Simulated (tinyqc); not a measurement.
Six-band Luttinger-Kohn model with strain: one step. Band edges at k = 0. Three cases, with inputs chosen for the exercise.

Task: Diagonalise H at k = 0. The weights add +m and -m (m along z) and are averaged over each pair.

Six-band Luttinger-Kohn model in the basis |3/2,3/2>, |3/2,1/2>, |3/2,-1/2>, |3/2,-3/2>, |1/2,1/2>, |1/2,-1/2>, electron energies, zero at the top of the unstrained valence band. H = -[rows: (P+Q, -S, R, 0, -S/r2, r2 R); (-S*, P-Q, 0, R, -r2 Q, r32 S); (R*, 0, P-Q, S, r32 S*, r2 Q); (0, R*, S*, P+Q, -r2 R*, -S*/r2); (-S*/r2, -r2 Q, r32 S, -r2 R, P+Dso, 0); (r2 R*, r32 S*, r2 Q, -S/r2, 0, P+Dso)], r2 = sqrt(2), r32 = sqrt(3/2). Levels are twofold.

P = c g1 k^2 - av tr(e); Q = c g2 (kx^2 + ky^2 - 2 kz^2) - (b/2)(exx + eyy - 2 ezz); R = c sqrt3 [-g2 (kx^2 - ky^2) + 2i g3 kx ky] + (sqrt3/2) b (exx - eyy) - i d exy; S = 2 c sqrt3 g3 (kx - i ky) kz - d (exz - i eyz); c = hbar^2/2m0, e the strain tensor (not engineering shear).

Constants: hbar^2/2m0 = 3.80998211 eV angstrom^2.

Give: edges from the top; weights at k = 0.

Case 1.

Values chosen (near those of Si; not measured data): Dso = 0.043 eV (spin-orbit splitting); g1 = 4.29 (Luttinger gamma1); g2 = 0.34 (gamma2); g3 = 1.44 (gamma3); av = 2.41 eV (valence hydrostatic potential); b = -2.16 eV (tetragonal shear potential); d = -4.88 eV (trigonal shear potential).

strain tensor, rows x, y, z and columns alike:
$$\begin{pmatrix}
-0.00583336 & -0.00662313 & 0.00000000 \\
-0.00662313 & -0.00583336 & 0.00000000 \\
0.00000000 & 0.00000000 & 0.00441688
\end{pmatrix}$$

Result:

edges from the top (eV): [0.0494, -0.0557, -0.0891]

weights at k = 0, rows |3/2,+-3/2>, |3/2,+-1/2>, |1/2,+-1/2>; columns top, second, third:
$$\begin{pmatrix}
0.604 & 0.302 & 0.094 \\
0.194 & 0.678 & 0.128 \\
0.202 & 0.021 & 0.778
\end{pmatrix}$$

The stress splits the top two pairs by 105.1 meV, 4.07 times kT at 300 K (25.85 meV); the third lies 138.4 meV below the top, against Dso = 43 meV without stress.

Case 2.

Values chosen (near those of Ge; not measured data): Dso = 0.289 eV (spin-orbit splitting); g1 = 13.48 (Luttinger gamma1); g2 = 4.2 (gamma2); g3 = 5.63 (gamma3); av = 1.3 eV (valence hydrostatic potential); b = -2.56 eV (tetragonal shear potential); d = -5.2 eV (trigonal shear potential).

strain tensor, rows x, y, z and columns alike:
$$\begin{pmatrix}
0.00391754 & 0.00000000 & 0.00000000 \\
0.00000000 & 0.00391754 & 0.00000000 \\
0.00000000 & 0.00000000 & -0.01426428
\end{pmatrix}$$

Result:

edges from the top (eV): [0.0506, -0.0549, -0.3098]

weights at k = 0, rows |3/2,+-3/2>, |3/2,+-1/2>, |1/2,+-1/2>; columns top, second, third:
$$\begin{pmatrix}
0.000 & 1.000 & 0.000 \\
0.965 & 0.000 & 0.035 \\
0.035 & 0.000 & 0.965
\end{pmatrix}$$

The stress splits the top two pairs by 105.5 meV, 4.08 times kT at 300 K (25.85 meV); the third lies 360.4 meV below the top, against Dso = 289 meV without stress.

Case 3.

Values chosen (near those of Si; not measured data): Dso = 0.045 eV (spin-orbit splitting); g1 = 4.3 (Luttinger gamma1); g2 = 0.34 (gamma2); g3 = 1.44 (gamma3); av = 2.41 eV (valence hydrostatic potential); b = -2.09 eV (tetragonal shear potential); d = -4.79 eV (trigonal shear potential).

strain tensor, rows x, y, z and columns alike:
$$\begin{pmatrix}
-0.00783342 & 0.00000000 & 0.00000000 \\
0.00000000 & 0.00215698 & 0.00000000 \\
0.00000000 & 0.00000000 & 0.00215698
\end{pmatrix}$$

Result:

edges from the top (eV): [0.0237, -0.0294, -0.0648]

weights at k = 0, rows |3/2,+-3/2>, |3/2,+-1/2>, |1/2,+-1/2>; columns top, second, third:
$$\begin{pmatrix}
0.654 & 0.250 & 0.096 \\
0.218 & 0.750 & 0.032 \\
0.128 & 0.000 & 0.872
\end{pmatrix}$$

The stress splits the top two pairs by 53.1 meV, 2.05 times kT at 300 K (25.85 meV); the third lies 88.5 meV below the top, against Dso = 45 meV without stress.

Computed by tinyqc, one run a case: `OMP_NUM_THREADS=1 python tinyqc.py N N+1 out.jsonl` with N = 1051367, 1051383, 1051520; one thread of a shared Intel(R) Xeon(R) Processor @ 2.30GHz, about 0.2 s a run at most.
